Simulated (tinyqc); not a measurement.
# Surface potential of a MOS transistor: implicit equation and explicit approximations: effects of single changes

p-type body, charge-sheet picture, depletion and inversion only, full ionisation (an idealisation for deep acceptors), Boltzmann statistics (rough once Na exp(x - xn) passes about Nc/7). In units of Vt: xg = (Vg - Vfb)/Vt, x = psi/Vt, G = gamma/sqrt(Vt), xn = (2 phiF + Vc)/Vt. The implicit equation is (xg - x)^2 = G^2 [x - 1 + exp(x - xn)] for x above about 3. Cox = eps0 eox/tox.

Parameters, values chosen for the exercise; band and dielectric values close to those of silicon:
```
symbol,value,unit,meaning
T,300,K,temperature
Eg,1.14,eV,band gap
eps_r,11.8,,relative permittivity
Nc,2.77e19,cm^-3,conduction-band density of states at T
Nv,2.6e19,cm^-3,valence-band density of states at T
eox,3.9,,relative permittivity of the gate insulator (close to silicon dioxide)
tox,22,nm,insulator thickness
Na,5e16,cm^-3,acceptor density
Vfb,-0.86,V,flat-band voltage
Vc,0,V,channel-body voltage
Vg,1.04,V,gate-body voltage
```

Constants: q = 1.602176634e-19 C, kB = 1.380649e-23 J/K, Vt = kB T/q, eps0 = 8.8541878128e-14 F/cm where lengths are in cm. Results are converted to the units shown.

Each table varies one quantity; the others keep the values above.

## Accuracy of the approximations against gate voltage

ni = sqrt(Nc Nv) exp(-Eg/(2 Vt)), Eg in volts; phiF = Vt ln(Na/ni); gamma = sqrt(2 q eps0 eps_r Na)/Cox; VT = Vfb + Vt (xn + G sqrt(xn - 1)). Depletion value a = 1 + [sqrt(G^2/4 + xg - 1) - G/2]^2; inversion value b = xn + ln[(xg - xn)^2/G^2 - xn + 1] and first guess y = min(a, b) - ln(1 + exp(-|a - b|)) if a > xn + 1, else b = y = a; one second-order correction with D = exp(y - xn), p = 2 (xg - y) + G^2 (1 + D), w = (xg - y)^2 - G^2 (y - 1 + D): z = y + 2 w/(p + sqrt(p^2 - 2 (2 - G^2 D) w)), or the Newton step z = y + w/p where the root is not real. N_inv = (Cox Vt G/q) [sqrt(x - 1 + exp(x - xn)) - sqrt(x - 1)] at the root. Lambert form (Cox m Vt/q) W0[(G/(2 m sqrt(xn - 1))) exp((Vg - VT)/(m Vt))], m = 1 + G/(2 sqrt(xn - 1)). Errors under 1e-4 mV, and the linear form below VT, are printed as 0.

Result of one run:

| Vg (V) | psi (V) | x - xn | error of y (mV) | error of z (mV) | N_inv (cm^-2) | Cox (Vg - VT)/q (cm^-2) | Lambert form (cm^-2) |
|---|---|---|---|---|---|---|---|
| 1.29 | 0.9172 | 3.952 | 8.00 | -0.158 | 4.454e11 | 5.905e11 | 4.549e11 |

What becomes of these results when the gate-body voltage Vg is changed from 1.29 to 1.09 V, all else the same?

Result of the changed run:

| Vg (V) | psi (V) | x - xn | error of y (mV) | error of z (mV) | N_inv (cm^-2) | Cox (Vg - VT)/q (cm^-2) | Lambert form (cm^-2) |
|---|---|---|---|---|---|---|---|
| 1.09 | 0.9018 | 3.356 | 10.3 | -0.364 | 2.711e11 | 3.945e11 | 2.773e11 |

The whole series:

| Vg (V) | psi (V) | x - xn | error of y (mV) | error of z (mV) | N_inv (cm^-2) | Cox (Vg - VT)/q (cm^-2) | Lambert form (cm^-2) |
|---|---|---|---|---|---|---|---|
| 0.29 | 0.5521 | -10.17 | 3.58e-4 | 0 | 5.503e5 | 0 | 3.245e5 |
| 0.49 | 0.6821 | -5.140 | 0.0511 | 0 | 7.551e7 | 0 | 6.391e7 |
| 0.69 | 0.8101 | -0.1891 | 6.75 | -0.0195 | 9.690e9 | 2.673e9 | 9.717e9 |
| 0.89 | 0.8760 | 2.361 | 13.3 | -0.776 | 1.116e11 | 1.986e11 | 1.143e11 |
| 1.09 | 0.9018 | 3.356 | 10.3 | -0.364 | 2.711e11 | 3.945e11 | 2.773e11 |
| 1.29 | 0.9172 | 3.952 | 8.00 | -0.158 | 4.454e11 | 5.905e11 | 4.549e11 |
| 1.49 | 0.9283 | 4.384 | 6.64 | -0.0865 | 6.256e11 | 7.864e11 | 6.383e11 |
| 1.69 | 0.9372 | 4.726 | 5.73 | -0.0544 | 8.091e11 | 9.823e11 | 8.247e11 |
| 1.89 | 0.9446 | 5.011 | 5.08 | -0.0373 | 9.947e11 | 1.178e12 | 1.013e12 |

psi rises from 0.552 to 0.945 V and ends 5.0 Vt above 2 phiF + Vc. Among the rows the first guess is off by at most 13 mV (at Vg = 0.89 V) and the corrected value by at most 0.78 mV. In the last row the linear form is 18 % above N_inv and the Lambert form 1.8 % above it; in the first row the Lambert form is 41 % below it. For Vg = 1.49, 1.69, 1.89 the electron quasi-Fermi level lies less than 2 Vt below the band edge at the surface, or above it, where degeneracy and confinement, left out, matter.

## Effect of the acceptor density at fixed gate voltage

Same model as above.

Vfb is held fixed.

Effect of the acceptor density at fixed gate voltage:

| Na (cm^-3) | psi (V) | x - xn | error of y (mV) | error of z (mV) | N_inv (cm^-2) | Cox (Vg - VT)/q (cm^-2) | Lambert form (cm^-2) |
|---|---|---|---|---|---|---|---|
| 1.7e15 | 0.8349 | 7.533 | 8.88 | -0.234 | 9.095e11 | 1.117e12 | 9.519e11 |
| 3.6e15 | 0.8529 | 6.727 | 8.36 | -0.189 | 8.288e11 | 1.021e12 | 8.622e11 |
| 8e15 | 0.8712 | 5.840 | 7.99 | -0.161 | 7.108e11 | 8.866e11 | 7.352e11 |
| 1.7e16 | 0.8867 | 4.932 | 8.09 | -0.166 | 5.558e11 | 7.143e11 | 5.720e11 |
| 3.8e16 | 0.8972 | 3.729 | 9.68 | -0.295 | 3.252e11 | 4.571e11 | 3.332e11 |
| 8.4e16 | 0.8714 | 1.145 | 5.29 | -0.0231 | 4.517e10 | 9.116e10 | 4.597e10 |
| 1.8e17 | 0.6572 | -8.665 | 2.21e-3 | 0 | 4.302e6 | 0 | 2.736e6 |
| 4e17 | 0.4257 | -19.22 | 0 | 0 | 210.4 | 0 | 17.00 |

Read the table: what changes, and by how much?

As Na goes from 1.7e15 to 4e17, psi goes from 0.835 through a maximum of 0.897 (at Na = 3.8e16 among the rows listed) to 0.426 V, x - xn falls from 7.53 to -19.2 and N_inv falls from 9.09e11 to 210 cm^-2. The Lambert form lies between 0.0808 and 1.05 times N_inv.

tinyqc, about 0.01 s, one thread, Intel Xeon 2.30GHz (shared host): `OMP_NUM_THREADS=1 python tinyqc.py 2122176 2122177 out.jsonl`
